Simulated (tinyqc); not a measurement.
# Charge pumping in an n-channel transistor: scanning the upper gap with the fall time

The gate is pulsed from accumulation to inversion and back. Energies E are counted from the intrinsic level; Dit(E) = D0 [1 + b (2 E/Eg)^2]. During each edge the traps near the bands emit their carriers, and those between Eh and Ee recombine once a cycle.

ni = sqrt(Nc Nv) exp(-Eg/(2 Vt)), Eg in volts; emission times te = (dV/Va) tf and th = (dV/Va) tr; Ee = -Vt ln(vth sn ni te), Eh = +Vt ln(vth sp ni th). Nit = integral of Dit from Eh to Ee = D0 [Ee - Eh + 4 b (Ee^3 - Eh^3)/(3 Eg^2)], Qcp = q A Nit, Icp = f Qcp.

Parameters, values chosen for the exercise; band and dielectric values close to those of germanium:
- T = 300 K (temperature)
- Eg = 0.657 eV (band gap)
- Nc = 1.02e19 cm^-3 (conduction-band density of states at 300 K)
- Nv = 5.99e18 cm^-3 (valence-band density of states at 300 K)
- A = 60 um^2 (gate area)
- D0 = 7.8e11 cm^-2 eV^-1 (trap density at midgap)
- b = 0 (rise of the trap density towards the band edges)
- sn = 1e-15 cm^2 (cross-section for electrons)
- sp = 3.8e-15 cm^2 (cross-section for holes)
- vth = 1.9e7 cm/s (thermal velocity at 300 K, one nominal value for electrons and holes)
- dV = 0.95 V (Vth - Vfb)
- Va = 2.8 V (pulse height)
- f = 1.7e6 Hz (frequency)
- tr = 11 ns (rise time)

Constants: q = 1.602176634e-19 C, kB = 1.380649e-23 J/K, Vt = kB T/q. Results are converted to the units shown.

The same in every row: Eh (eV) = -0.1307.

Result of one run:
```
Ee (eV)	Nit (cm^-2)	Icp (pA)
0.1721	2.362e11	3.860e4
```

Which fall time tf gave this result: 1.9, 4, 8.4 or 18 ns?

tf = 8.4 ns.

The whole series:
```
tf (ns)	Ee (eV)	Nit (cm^-2)	Icp (pA)
0.87	0.2308	2.819e11	4.607e4
1.9	0.2106	2.662e11	4.350e4
4	0.1913	2.512e11	4.104e4
8.4	0.1721	2.362e11	3.860e4
18	0.1524	2.208e11	3.609e4
38	0.1331	2.058e11	3.363e4
82	0.1132	1.902e11	3.109e4
170	0.09440	1.755e11	2.869e4
```

Ee falls from 0.231 to 0.0944 eV, by Vt ln 10 a decade, and Icp falls from 46100 to 28700 pA. The slope -dNit/d(ln tf)/Vt gives Dit = 7.80e11 cm^-2 eV^-1 near E = 0.221 eV and 7.80e11 near 0.104 eV: constant, as the profile is flat.

Range of the model: The Fermi levels of inversion and accumulation are taken to lie beyond Ee and Eh, the flat tops to fill all traps, and no geometric current is added.

tinyqc, about 0.01 s, one thread, Intel Xeon 2.30GHz (shared host): `OMP_NUM_THREADS=1 python tinyqc.py 2030070 2030071 out.jsonl`
